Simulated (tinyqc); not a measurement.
Comparisons within one model: shallow acceptor in the spherical four-band model. A value that a table varies takes the place of the one given here.

The ground state 1S3/2 has an L = 0 part f(r) and an L = 2 part g(r). In units of Ry* and a*, with Gaussians f_i = exp(-a_i r^2), g_i = r^2 exp(-a_i r^2), A = a_i + a_j and I(n) = Gamma((n + 1)/2)/(2 A^((n + 1)/2)): S_ff = I(2), S_gg = I(6), H_ff = (6 a_i a_j/A) I(2) - 2 I(1), H_gg = (14 a_i a_j/A) I(6) - 2 I(5), H_fg = -mu [15 I(2) - 20 a_j I(4) + 4 a_j^2 I(6)]; each function is then normalised. The split-off band is left out.

Converged values use 22 exponents 2.2^i, i = -7 to 14, for f and for g.

Units Ry* = Ry/(g1 eps^2) and a* = a0 eps g1; mu = (6 g3 + 4 g2)/(5 g1) is the spherical heavy-light coupling and delta = (g3 - g2)/g1 the cubic term, which is left out.

Constants: Ry = 13.60569312 eV; a0 (Bohr radius) = 0.5291772105 angstrom.

Parameters, chosen for this exercise (near those of a shallow acceptor in Si, where the small spin-orbit splitting and strong warping make this model rough; not measured data): mus = (0.05, 0.27, 0.44, 0.58, 0.73, 0.85, 0.92) (couplings); rc = 1.5 angstrom (radius of the central cell); Vs = (2, 0, -0.5, -1.5, -2.5, -3.5) eV (central-cell strengths); g1 = 4.29 (Luttinger gamma1); g2 = 0.34 (gamma2); g3 = 1.45 (gamma3); eps = 11.7 (dielectric constant).

## Strength of the heavy-light coupling

Ry* = 23.1682 meV

Converged values in Ry* and a*; the heavy-mass hydrogen model gives 1/(1 - mu).

Results:

| mu | binding (Ry*) | 1/(1 - mu) | ratio | L = 2 weight | <r> (a*) | binding (meV) |
|---|---|---|---|---|---|---|
| 0.05 | 1.002 | 1.053 | 0.952 | 0.001 | 1.497 | 23.2 |
| 0.27 | 1.071 | 1.370 | 0.782 | 0.031 | 1.416 | 24.8 |
| 0.44 | 1.215 | 1.786 | 0.681 | 0.084 | 1.271 | 28.2 |
| 0.58 | 1.453 | 2.381 | 0.610 | 0.150 | 1.087 | 33.7 |
| 0.73 | 2.017 | 3.704 | 0.545 | 0.244 | 0.811 | 46.7 |
| 0.85 | 3.309 | 6.667 | 0.496 | 0.341 | 0.513 | 76.7 |
| 0.92 | 5.863 | 12.500 | 0.469 | 0.408 | 0.298 | 135.8 |

The binding starts as 1 + O(mu^2), 1.002 at mu = 0.05, since the coupling enters in second order, and reaches 5.86 at mu = 0.92. The ratio to the heavy-mass model falls from 0.95 to 0.47, towards about 0.44 as mu goes to 1: the bound hole is only partly heavy. The L = 2 weight grows to 0.41 and the radius shrinks by a factor 5.0.

## Central-cell correction

mu = 0.46900
a* = 26.561 angstrom

A short-range term V exp(-r^2/rc^2) is added (negative: attracts the hole); its elements are V S (A/(A + 1/rc^2))^(3/2) for f and ^(7/2) for g, in the same units.

Results:

| V (eV) | 1S binding (meV) | 2S binding (meV) | <r> (angstrom) | L = 2 weight |
|---|---|---|---|---|
| 2.0 | 28.1 | 7.79 | 34.0 | 0.095 |
| 0.0 | 29.0 | 7.92 | 32.9 | 0.096 |
| -0.5 | 29.3 | 7.96 | 32.6 | 0.096 |
| -1.5 | 30.0 | 8.04 | 31.8 | 0.097 |
| -2.5 | 30.9 | 8.14 | 31.0 | 0.098 |
| -3.5 | 31.9 | 8.27 | 30.0 | 0.099 |

From V = 0 to -3.5 eV the 1S binding grows by 2.9 meV (10 %) and the 2S binding by 0.35 meV, so the chemical shift sits mainly in the ground state. A repulsion of 2 eV removes 1.0 meV. The slope is 1.06 meV per eV over the last step against 0.48 on the repulsive side, since attraction pulls the state into the cell; over this range the level stays shallow.

## What each parameter does

Converged values. Each row changes one parameter from the base and keeps the others.

Results:

| case | mu | Ry* (meV) | binding (meV) | <r> (angstrom) |
|---|---|---|---|---|
| base | 0.469 | 23.17 | 29.02 | 32.9 |
| g1 = 4.63 | 0.435 | 21.47 | 25.95 | 36.6 |
| g2 = 0.29 | 0.460 | 23.17 | 28.73 | 33.2 |
| g3 = 1.33 | 0.435 | 23.17 | 28.03 | 33.9 |
| eps = 12.6 | 0.469 | 19.98 | 25.02 | 35.4 |

The largest shifts from the base row, up to three for each result and ties (the steps differ in size, so this ranks the rows, not the parameters). mu: g1 -0.034, g3 -0.034, g2 -0.009; unchanged at the printed digits by eps. Ry* (meV): eps -3.19, g1 -1.70; unchanged at the printed digits by g2 and g3. binding (meV): eps -4.00, g1 -3.08, g3 -0.99. <r> (angstrom): g1 +3.7, eps +2.5, g3 +1.0. g1 acts twice: it lowers Ry* and it lowers mu.

(tinyqc, `OMP_NUM_THREADS=1 python tinyqc.py 1281961 1281962 out.jsonl`, Intel(R) Xeon(R) Processor @ 2.30GHz, 1 thread, shared host, about 0.06 s.)
